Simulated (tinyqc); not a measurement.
The 3-omega method: a line heater on a substrate with a thin film: one step, computed by the program tinyqc. Command: `OMP_NUM_THREADS=1 python tinyqc.py 3019626 3019627 out.jsonl threeomega walk`. One thread of a shared host (Intel(R) Xeon(R) Processor @ 2.30GHz), about 0.01 s of CPU time with the checks.

A current at angular frequency omega = 2 pi f heats the line at 2 omega with the amplitude P per length; the temperature swing Delta T at 2 omega gives a voltage at 3 omega. The substrate is taken as semi-infinite and isotropic, and the heat capacity of heater and film is left out.

Question. Penetration depth. D = kappa/C; q = sqrt(2 i omega/D); penetration depth 1/|q| = sqrt(D/(2 omega)).

Inputs (values chosen for the exercise, modelled on a silicon-germanium alloy on silica):
```
quantity,value,unit
substrate conductivity kappa,1.36,W/(m K)
substrate heat capacity C,1.59,1e6 J/(m^3 K)
heater half-width b,6.2,micrometre
current frequency f,1300,Hz
substrate thickness d_s,725,micrometre
```

Give: diffusivity D; penetration depth; |q| b; penetration depth / d_s.

Answer.

diffusivity D = 0.85535 mm^2/s

penetration depth = 7.2359 micrometre

|q| b = 0.85684

penetration depth / d_s = 0.0099806
